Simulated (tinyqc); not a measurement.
Metal-induced gap states at the contact of a metal chain and a two-band chain: sweeps and comparisons. A value that a table varies takes the place of the one given here.

The semiconductor alternates sites A at -Eg/2 and C at +Eg/2 with hopping -t; the gap runs from -Eg/2 to Eg/2. In the gap cosh(q a) = 1 + (Eg^2/4 - E^2)/(2 t^2) and the amplitude changes by -exp(-q a) a period. The metal has site energy 0 and hopping -tm; its end site has g_m = (E - i sqrt(4 tm^2 - E^2))/(2 tm^2). Sites 1, 2, ... count into the semiconductor, with energies e1, e2 alternating. The clean half chain has g1 = 1/(E - e1 - t^2 g2), g2 = 1/(E - e2 - t^2 g1), decaying root. With the contact G11 = 1/(1/g1 - tc^2 g_m), and the density on site j is -Im G_jj/pi = |psi_j/psi_1|^2 (-Im G11/pi), per spin, with psi_2/psi_1 = -t g2, psi_3/psi_2 = -t g1.

Constants: e^2/(4 pi eps0) = 14.39964547 eV angstrom.

Inputs chosen for the exercise (gap and optical dielectric constant near those of SiC; the chain itself is a model; the results hold for these values, not for the real material):
```
symbol  value  unit      meaning
Eg      3.1    eV        gap
t       2.16   eV        hopping in the semiconductor
tm      2.98   eV        hopping in the metal
tc      2.57   eV        hopping across the contact
end     A                site that touches the metal
a       3.08   angstrom  period (two sites); one chain for each area a^2
eps     6.2              dielectric constant
E       0.06   eV        energy from mid-gap
```

## Across the gap

E = f Eg. Share on C: the part of the summed density that lies on C sites, whose orbitals make the conduction edge.

Gap states:
```
f      E (eV)  xi = 1/(2q) (angstrom)  D1 (1/eV)  D2 (1/eV)  sum (1/eV)  share on C
-0.48  -1.488                    7.68     0.1264     0.0021      0.3888       0.016
-0.40  -1.240                    3.60     0.1057     0.0077      0.1973       0.068
-0.30  -0.930                    2.72     0.0876     0.0124      0.1475       0.124
-0.15  -0.465                    2.29     0.0664     0.0183      0.1145       0.216
0.00    0.000                    2.19     0.0492     0.0244      0.0975       0.331
0.15    0.465                    2.29     0.0344     0.0326      0.0907       0.487
0.30    0.930                    2.72     0.0206     0.0468      0.0994       0.694
0.40    1.240                    3.60     0.0112     0.0655      0.1333       0.854
0.48    1.488                    7.68     0.0026     0.1030      0.3196       0.976
```

What can be read from the table?

The decay length xi of the density is shortest at mid-gap, 2.19 angstrom, and grows to 7.7 near the edges. The summed density is least at f = 0.15 (0.0907) and largest at f = -0.48 (0.3888 1/eV). The share on C goes from 0.02 to 0.98 and passes one half near f = +0.160, a point that depends on which site ends the chain. The states turn from valence-like to conduction-like across the gap; the branch point, where the decay is fastest, lies at mid-gap in this symmetric chain and is the usual estimate of the neutrality level.

## Wider gaps pin less

E = 0; Eg is varied and eps follows 1 + (eps0 - 1)(Eg0/Eg), with the given Eg and eps as Eg0 and eps0. xi = 1/(2q), N = 2 (summed density)/a^2, S = 1/(1 + 4 pi e^2 N xi/eps).

Against the gap:
```
Eg (eV)    eps  xi (angstrom)  summed density (1/eV)      S  S at fixed eps
0.50     33.24          13.31                 0.6363  0.093           0.019
0.75     22.49           8.88                 0.4236  0.135           0.041
1.10     15.65           6.06                 0.2879  0.190           0.085
1.50     11.75           4.46                 0.2099  0.248           0.148
2.30      8.01           2.93                 0.1346  0.348           0.292
3.40      5.74           2.01                 0.0879  0.461           0.480
5.50      3.93           1.28                 0.0495  0.619           0.719
9.00      2.79           0.85                 0.0249  0.776           0.885
```

What does this show, and why?

From Eg = 0.5 to 9 eV xi falls by a factor 15.7 and the summed density by 25.5, so at fixed eps S rises from 0.02 to 0.89. The weaker screening of wide-gap solids works against this: with it S goes from 0.09 to 0.78.

## Weakening the contact bond

At the given E, tc is varied, as by a thin spacer. xi = 1/(2q), N = 2 (summed density)/a^2, S = 1/(1 + 4 pi e^2 N xi/eps) with xi and eps kept.

Against tc:
```
tc (eV)  D1 (1/eV)  summed density (1/eV)       S
0.10       0.00010                0.00021  0.9971
0.25       0.00066                0.00133  0.9823
0.50       0.00262                0.00534  0.9329
0.80       0.00670                0.01362  0.8448
1.20       0.01482                0.03014  0.7109
1.80       0.03065                0.06236  0.5431
2.50       0.04622                0.09404  0.4408
3.50       0.04880                0.09928  0.4275
```

What does this show?

For a weak bond the density goes as tc^2 (ratio 6.25 between 0.25 and 0.1 eV, against 6.25). It is largest at tc = 3.5 eV among these rows, the end of the table; the peak may lie just before or beyond it. S is 0.997 at 0.1 eV and has its least value, 0.428, in that row.

## What each parameter does

xi = 1/(2q), summed density, and S = 1/(1 + 4 pi e^2 N xi/eps), N = 2 (summed density)/a^2. Each row changes one parameter from the base and keeps the others.

Results:
```
case           xi (angstrom)  summed density (1/eV)       S
base                   2.192                0.09601  0.4357
Eg = 3.41 eV           2.001                0.08632  0.4848
t = 2.376 eV           2.403                0.09379  0.4190
tm = 3.278 eV          2.192                0.09240  0.4452
tc = 2.827 eV          2.192                0.10098  0.4234
eps = 6.82             2.192                0.09601  0.4593
end = C                2.192                0.09907  0.4280
```

How do the results move?

The largest shifts from the base row, up to three for each result and ties (the steps differ in size, so this ranks the rows, not the parameters). xi (angstrom): t +0.211, Eg -0.191; unchanged at the printed digits by tm, tc, eps and end. summed density (1/eV): Eg -0.00969, tc +0.00496, tm -0.00361; unchanged at the printed digits by eps. S: Eg +0.0491, eps +0.0236, t -0.0167. The decay length belongs to the semiconductor alone; the metal and the contact set only the amplitude.

Computed by tinyqc, a small Python program: `OMP_NUM_THREADS=1 python tinyqc.py 1452332 1452333 out.jsonl` (the numbers bound the seed that draws the inputs); one thread of a shared host (Intel(R) Xeon(R) Processor @ 2.30GHz), about 0.01 s for the whole set of steps.
